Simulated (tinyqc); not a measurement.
## Biaxially strained (001) channel, valley splitting in an inversion layer: effect of the temperature

A thin layer grown on a relaxed buffer is stretched in the plane. The two valleys with their long axis along the growth direction (D2) sink against the four in-plane ones (D4); confinement in a triangular well splits them too. Only the lowest subband of each set is kept; one relaxation time, so the weakening of intervalley scattering is left out.

e_par = b1 x, e_perp = -2 (c12/c11) e_par, splitting D = Xu (e_par - e_perp), in-plane stress (c11 + c12 - 2 c12^2/c11) e_par. Levels E(m) = 2.33811 (hbar^2 q^2 F^2/(2 m))^(1/3): E2 = E(ml), E4 = E(mt) + D; N2 = 2 mt kB T/(pi hbar^2), N4 = 4 sqrt(mt ml) kB T/(pi hbar^2). EF solves Ns = N2 ln(1 + exp((EF - E2)/Vt)) + N4 ln(1 + exp((EF - E4)/Vt)); f2 is the share in D2, and 1/mc = f2/mt + (1 - f2)(1/mt + 1/ml)/2. The gain is mc(x = 0)/mc.

Inputs (values chosen for the exercise); values close to those of silicon on relaxed silicon-germanium:
```
symbol,value,unit,meaning
x,0.16,,germanium share of the relaxed buffer
b1,0.0418,,lattice mismatch per unit x
c11,161,GPa,elastic constant
c12,64.3,GPa,elastic constant
Xu,9.15,eV,shear deformation potential
ml,0.933,m0,longitudinal mass
mt,0.185,m0,transverse mass
F,0.61,MV/cm,confining field
Ns,1.3e12,cm^-2,inversion density
```

Constants: q = 1.602176634e-19 C, kB = 1.380649e-23 J/K, hbar = 1.054571817e-34 J s, m0 = 9.1093837015e-31 kg, Vt = kB T/q, hbar^2/(2 m0) = 0.0380998212 eV nm^2. Results are converted to the units shown.

The same in every row: D (meV) = 110.08.

Effect of the temperature:
```
T (K)  f2 without strain       f2  mc (m0)    gain
150              0.99368   1.0000  0.18500  1.0025
195              0.97219  0.99996  0.18500  1.0113
240              0.93202  0.99964  0.18503  1.0279
285              0.87868  0.99840  0.18512  1.0504
330              0.82004  0.99530  0.18535  1.0757
375              0.76207  0.98937  0.18579  1.1007
420              0.70815  0.97993  0.18650  1.1234
465              0.65964  0.96670  0.18750  1.1425
```

As T goes from 150 to 465 K, f2 falls from 1.00 to 0.967 (without strain: it falls from 0.994 to 0.660) and the gain rises from 1.00 to 1.14.

Program tinyqc, `OMP_NUM_THREADS=1 python tinyqc.py 2530108 2530109 out.jsonl`; Intel Xeon 2.30GHz, shared host, one thread, about 0.02 s.
